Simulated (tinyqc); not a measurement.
Electromigration in a confined line: Blech product, Korhonen stress evolution and Black's law. Inputs raised by 10 %, one at a time. Computed by tinyqc, a small Python program. Command: `OMP_NUM_THREADS=1 python tinyqc.py 3009273 3009274 out.jsonl emigr sens`. One thread of a shared host (Intel(R) Xeon(R) Processor @ 2.30GHz), about 0.01 s of CPU time with the checks.

The electron wind pushes atoms from the cathode (x = 0) to the anode (x = L); blocking ends build a back stress (tension positive). The input rho is taken not to change with temperature. d sigma/dt = d/dx [kappa (d sigma/dx + G)], with zero flux at both ends and sigma = sigma_0 at t = 0.

Inputs (values chosen for the exercise, close to those used for cobalt lines): resistivity rho = 11.8 micro-ohm cm; atomic volume Omega = 11.1 angstrom^3; effective charge number Z* = 1.5; prefactor D0 = 6e-07 m^2/s; activation energy E = 1.33 eV; effective modulus B = 53 GPa; critical stress sigma_c = 310 MPa; initial stress sigma_0 = 100 MPa; current density j = 1.8 MA/cm^2; line length L = 24 um; test temperature T = 290 C; time as a fraction of L^2/kappa, s = 0.0066.

Start: thermal stress.

Constants: e = 1.602176634e-19 C; k_B = 8.617333262e-05 eV/K; k_B = 1.380649e-23 J/K.

Method:
- G = Z* e rho j/Omega; D = D0 exp(-E/(k_B T)); kappa = D B Omega/(k_B T); drift velocity of an unconfined line v = D Z* e rho j/(k_B T). SI: 1 micro-ohm cm = 1e-8 ohm m, 1 MA/cm^2 = 1e10 A/m^2.
- Temperatures in kelvin are T(C) + 273.15.
- At steady state sigma(x) = sigma_0 + G (L/2 - x). A void forms only if the cathode stress reaches sigma_c, that is if j L exceeds (j L)_c = 2 Omega (sigma_c - sigma_0)/(Z* e rho). Time scale tau = L^2/kappa.
- sigma(x, t) = sigma_0 + G L [1/2 - x/L - 4 sum_(m odd) cos(m pi x/L) exp(-m^2 pi^2 s)/(m pi)^2], s = t/tau, summed to m = 399.
- The terms at x = 0 are 4 exp(-m^2 pi^2 s)/(m pi)^2; tau = L^2/kappa.
- Solve sigma(0, t) = sigma_c for s; the semi-infinite estimate is t = (pi/kappa) ((sigma_c - sigma_0)/(2 G))^2.

Runs:
```
input moved                      from       to  nucleation time (h)  tau (h)  cathode stress at time s (MPa)  drift velocity (nm/h)
base run                            -        -                80.07   2815.8                          201.17                0.17749
resistivity rho (micro-ohm cm)   11.8    12.98                66.17   2815.8                          211.29                0.19524
effective charge number Z*        1.5     1.65                66.17   2815.8                          211.29                0.19524
prefactor D0 (m^2/s)            6e-07  6.6e-07                72.79   2559.8                          201.17                0.19524
effective modulus B (GPa)          53     58.3                72.79   2559.8                          201.17                0.17749
critical stress sigma_c (MPa)     310      341               105.48   2815.8                          201.17                0.17749
line length L (um)                 24     26.4                80.06   3407.1                          211.29                0.17749
```

Exponents ln(y'/y) / ln(x'/x):
```
input                       nucleation time  tau  cathode stress at time s  drift velocity
resistivity rho                      -2.000    0                     0.515               1
effective charge number Z*           -2.000    0                     0.515               1
prefactor D0                         -1.000   -1                     0.000               1
effective modulus B                  -1.000   -1                     0.000               0
critical stress sigma_c               2.892    0                     0.000               0
line length L                         0.000    2                     0.515               0
```

To which inputs is each result most sensitive?

Among the inputs moved here: nucleation time answers most in size to critical stress sigma_c (exponent +2.892), next to resistivity rho (-2.000); its exponent is below 0.0005 for line length L. Its exponent -1.000 in prefactor D0: all times scale as 1/kappa. Its exponent -1.000 in effective modulus B: all times scale as 1/kappa. tau answers most in size to line length L (exponent +2.000), next to effective modulus B (-1.000); its exponent is below 0.0005 for resistivity rho, effective charge number Z*, critical stress sigma_c. Its exponent +2.000 in line length L: diffusive scaling. Cathode stress at time s answers most in size to resistivity rho (exponent +0.515), and about equally to effective charge number Z* (+0.515), line length L (+0.515); its exponent is below 0.0005 for prefactor D0, effective modulus B, critical stress sigma_c. Drift velocity answers most in size to resistivity rho (exponent +1.000), and about equally to effective charge number Z* (+1.000), prefactor D0 (+1.000); its exponent is below 0.0005 for effective modulus B, critical stress sigma_c, line length L.
